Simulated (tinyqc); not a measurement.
Free-carrier optics of a doped semiconductor (Drude model with one polar phonon): one step. Coupled plasmon-phonon modes. Three cases, with inputs chosen for the exercise.

Question. Without damping eps = 0 gives E^4 - (wL^2 + Ep^2) E^2 + Ep^2 wT^2 = 0 with wL = wT sqrt(es/ei) (Lyddane-Sachs-Teller).

Case 1.

Values chosen (out of a larger set: mass and dielectric values near those of GaN; N and mu are free inputs; interband absorption and the rise of the mass with filling are left out; not measured data): wT = 69.7 meV (TO phonon); es = 9.38 (static dielectric constant); ei = 5.2 (high-frequency dielectric constant).

Ep = 228.0187 meV

Case 2.

Values chosen (out of a larger set: mass and dielectric values near those of SiC; N and mu are free inputs; interband absorption and the rise of the mass with filling are left out; not measured data): wT = 100.7 meV (TO phonon); es = 9.6 (static dielectric constant); ei = 6.31 (high-frequency dielectric constant).

Ep = 49.9236 meV

Case 3.

Values chosen (out of a larger set: mass and dielectric values near those of SiC; N and mu are free inputs; interband absorption and the rise of the mass with filling are left out; not measured data): wT = 97.3 meV (TO phonon); es = 9.55 (static dielectric constant); ei = 6.5 (high-frequency dielectric constant).

Ep = 45.0396 meV

Give: wL; L-, L+.

Answer.

Case 1.

wL = 93.61 meV

L-, L+ (meV): 67.00  237.21

L+ lies 9.19 meV above the larger of wL and Ep; L- lies below wT by 2.70 meV.

Case 2.

wL = 124.21 meV

L-, L+ (meV): 39.28  127.97

L+ lies 3.76 meV above the larger of wL and Ep; L- lies below wT by 61.42 meV.

Case 3.

wL = 117.94 meV

L-, L+ (meV): 36.24  120.93

L+ lies 2.99 meV above the larger of wL and Ep; L- lies below wT by 61.06 meV.

Computed by tinyqc, one run a case: `OMP_NUM_THREADS=1 python tinyqc.py N N+1 out.jsonl` with N = 1650177, 1650881, 1651437; one thread of a shared Intel(R) Xeon(R) Processor @ 2.30GHz, about 0.01 s a run at most.
